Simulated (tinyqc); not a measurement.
Raising U: Hubbard chain of 2 sites, mean field against exact. Computed by the program tinyqc. Collinear unrestricted mean field (the lowest of 40 random starts) against exact diagonalisation.

one-body matrix (hopping and site energies) (eV):
```
         1        2
1  -0.3000  -0.8900
2  -0.8900  -0.5100
```

electrons, up and down: 1  1

Exact and mean-field results (eV):

| U | U/t | E exact | E mean field | mean \|n_up - n_down\| | double occupancy, exact | first gap in the sector |
|---|---|---|---|---|---|---|
| 0.4500 | 0.5056 | -2.388703 | -2.374870 | 0.0000 | 0.2215 | 1.5787 |
| 0.8900 | 1.0000 | -2.207109 | -2.153250 | 0.0000 | 0.1916 | 1.3971 |
| 1.7800 | 2.0000 | -1.914338 | -1.706191 | 5.13e-05 | 0.1395 | 1.1043 |
| 2.6700 | 3.0000 | -1.702481 | -1.405882 | 0.7427 | 0.1007 | 0.8925 |
| 3.5600 | 4.0000 | -1.548805 | -1.256242 | 0.8651 | 0.0736 | 0.7388 |
| 5.3400 | 6.0000 | -1.349571 | -1.107080 | 0.9426 | 0.0421 | 0.5396 |
| 7.1200 | 8.0000 | -1.230510 | -1.032682 | 0.9682 | 0.0264 | 0.4205 |
| 10.6800 | 12.0000 | -1.098957 | -0.958389 | 0.9860 | 0.0128 | 0.2890 |
| 17.8000 | 20.0000 | -0.986279 | -0.899012 | 0.9950 | 0.0049 | 0.1763 |

What does the comparison show, and why?

In absolute terms mean field is worst at U/t = 3.0, 0.297 eV too high: at small U it is nearly exact, and at large U it misses only exchange-scale energies. Its local moments set in at U/t = 3.0 of those listed, a broken symmetry that the exact state of a finite cluster with equal spins does not have. Relative to the exact energy its error is 0.6 % at the smallest U, 19 % at most and 9 % at the largest. The double occupancy falls from 0.221 to 0.005.
